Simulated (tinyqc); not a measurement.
Narrowing against degeneracy: heavy doping: gap narrowing, degeneracy and the minority density.

F_j(eta) = (1/Gamma(j + 1)) integral_0^infinity x^j dx/(1 + exp(x - eta)), which tends to exp(eta) for eta << 0.

Empirical narrowing (Slotboom form, constants chosen for the exercise; published fits of this form give the apparent narrowing, here it is taken as the true one): dEg = E0 [ln(N/N0) + sqrt(ln(N/N0)^2 + C)].

Majority: N = Nc F_1/2(eta), eta the distance of EF beyond the majority band edge in kT. Degeneracy factor gam = F_1/2(eta)/exp(eta). ni0^2 = Nc Nv exp(-Eg/kT); product n p = ni0^2 gam exp(dEg/kT), dEg the true narrowing; apparent narrowing dEa = dEg + kT ln gam; minority density = n p/N.

Constants: kB = 8.617333262e-05 eV/K.

Parameters, chosen for this exercise (gap and densities of states near those of Si at this temperature; narrowing constants near the fits for Si; the results hold for these values, not for the real material):
- Eg = 1.089 eV (gap)
- Nc = 5.05e+19 1/cm^3 (conduction-band density of states)
- Nv = 2.03e+19 1/cm^3 (valence-band density of states)
- T = 450 K
- E0 = 7.49 meV (narrowing scale)
- N0 = 1.5e+17 1/cm^3 (onset density)
- C = 0.5 (smoothing constant)

N takes the values listed; the last column is N over the factor gam exp(dEg/kT), the doping that a simple model would need to give the same minority density.

Results:
```
N (1/cm^3),eta,gam,dEg (meV),dEa (meV),minority (1/cm^3),effective doping (1/cm^3)
2.0e+17,-5.53,0.999,7.9,7.8,3.99e+09,1.63e+17
5.0e+17,-4.61,0.997,19.5,19.3,2.15e+09,3.04e+17
5.0e+18,-2.28,0.966,53.1,51.7,4.95e+08,1.32e+18
2.0e+19,-0.79,0.870,73.7,68.3,1.90e+08,3.44e+18
5.0e+19,0.34,0.708,87.3,74.0,8.79e+07,7.43e+18
2.0e+20,2.71,0.264,108.0,56.4,1.40e+07,4.67e+19
4.0e+20,4.62,0.0782,118.4,19.6,2.70e+06,2.42e+20
1.0e+21,8.75,0.00312,132.1,-91.6,6.15e+04,1.06e+22
```

Give the missing row, N (1/cm^3) = 2.0e+18.

Computed row:
```
N (1/cm^3)    eta    gam  dEg (meV)  dEa (meV)  minority (1/cm^3)  effective doping (1/cm^3)
2.0e+18     -3.21  0.986       39.5       39.0           8.91e+08                   7.32e+17
```

dEg grows steadily to 132.1 meV, while the apparent value peaks at 74.0 meV for N = 5e+19 and falls to -91.6 meV as the Fermi level enters the band (a negative value is not met in measurements: parabolic bands with a fixed mass overstate the filling). N grows by a factor 25 from the third to the sixth row and the effective doping by 10.1.

Computed by tinyqc, a small Python program: `OMP_NUM_THREADS=1 python tinyqc.py 1680038 1680039 out.jsonl` (the numbers bound the seed that draws the inputs); one thread of a shared host (Intel(R) Xeon(R) Processor @ 2.30GHz), about 0.01 s for the whole set of steps.
